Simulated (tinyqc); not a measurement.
From results back to parameters: thresholds of impact ionisation and Auger recombination from band masses. Four cases, with inputs chosen for the exercise.

Problem. For parabolic bands the thresholds of impact ionisation are Eg (1 + 2 mu)/(1 + mu) for electrons and Eg (2 + mu)/(1 + mu) for heavy holes, mu = me/mh. Both are given.

Find: Eg; mu.

Method. The sum is 3 Eg; mu = (E_e - Eg)/(2 Eg - E_e).

Case 1.

thresholds for electrons and holes (eV): 1.570727  2.644273

Solution.

Eg = 1.405 eV
mu = 0.1337

Case 2.

thresholds for electrons and holes (eV): 1.675561  2.860439

Solution.

Eg = 1.512 eV
mu = 0.1213

Case 3.

thresholds for electrons and holes (eV): 0.453296  0.824704

Solution.

Eg = 0.426 eV
mu = 0.0685

Case 4.

thresholds for electrons and holes (eV): 0.240963  0.458037

Solution.

Eg = 0.233 eV
mu = 0.0354

Computed by tinyqc, one run a case: `OMP_NUM_THREADS=1 python tinyqc.py N N+1 out.jsonl` with N = 1880137, 1880202, 1880214, 1880253; one thread of a shared Intel(R) Xeon(R) Processor @ 2.30GHz, about 0.01 s a run at most.
